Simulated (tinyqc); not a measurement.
## Trapped share and trap depth from dynamic on-resistance

Inverse problem. Traps remove the share ft of the electrons in the drain access (length Ld, sheet resistance Rsh before stress), so Ron grows by Rsh Ld ft/(1 - ft). The recovery time goes as T^(-2) exp(q Ea/(kB T)). Find ft and Ea.

Parameters, values chosen for the exercise:

| symbol | value | unit | meaning |
|---|---|---|---|
| Ld | 8 | um | drain access length |

Constants: q = 1.602176634e-19 C, kB = 1.380649e-23 J/K. Results are converted to the units shown.

Ron before and just after an off-state stress (ohm mm): 6.4702845  7.9363060
Rsh = 549.75808 ohm
recovery times at 340 and 410 K (s): 0.006  5.6897271e-4

Solution. The rise of Ron over Rsh Ld is ft/(1 - ft); ln(t T^2) is linear in 1/T.

ft = 0.250
Ea = 0.340 eV

Program tinyqc, `OMP_NUM_THREADS=1 python tinyqc.py 2570096 2570097 out.jsonl`; Intel Xeon 2.30GHz, shared host, one thread, about 0.01 s.
